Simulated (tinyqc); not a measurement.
Rapid thermal processing of a wafer: radiative balance, ramp and cooling, pattern effects, pyrometer error and spike budget: one step, computed by the program tinyqc. Command: `OMP_NUM_THREADS=1 python tinyqc.py 3113782 3113783 out.jsonl rtp walk`. One thread of a shared host (Intel(R) Xeon(R) Processor @ 2.30GHz), about 0.04 s of CPU time with the checks.

The wafer is opaque and uniform through its thickness unless said otherwise; temperatures in formulas are in kelvin (C + 273.15). sigma = 5.670374419e-12 W/(cm^2 K^4).

Task: Power to hold and to ramp. Effective emissivity between parallel grey plates: eps_eff = 1/(1/eps + 1/(1 - r) - 1). Loss per area q(T) = 2 eps_eff sigma (T^4 - T_w^4) + h (T - T_w). Absorbed power during a ramp = q(T) + C d x ramp rate; thermal time constant tau = C d/(dq/dT), dq/dT = 8 eps_eff sigma T^3 + h; natural cooling rate q/(C d); front-to-back difference under one-sided heating at the end of the ramp = (absorbed power) d/(2 k).

Inputs (values chosen for the exercise, modelled on a hot silicon wafer):
```
quantity,value,unit
wafer thickness d,725,micrometre
heat capacity per volume C,2.2,J/(cm^3 K)
thermal conductivity k,0.25,W/(cm K)
emissivity eps of each face,0.58,-
reflectivity of the chamber walls r,0.026,-
"gas heat-transfer coefficient h, both faces together",2.6,mW/(cm^2 K)
wall temperature T_w,350,K
process temperature,832,C
ramp rate,27,K/s
```

Give: eps_eff; holding power q; power at the end of the ramp; dq/dT; time constant tau; natural cooling rate; front-to-back difference.

Result:

eps_eff = 0.5712

holding power q = 11.53 W/cm^2

power at the end of the ramp = 15.84 W/cm^2

dq/dT = 37.57 mW/(cm^2 K)

time constant tau = 4.245 s

natural cooling rate = 72.28 K/s

front-to-back difference = 2.296 K

Radiation carries 83 % of the loss. The ramp needs 1.4 times the holding power.
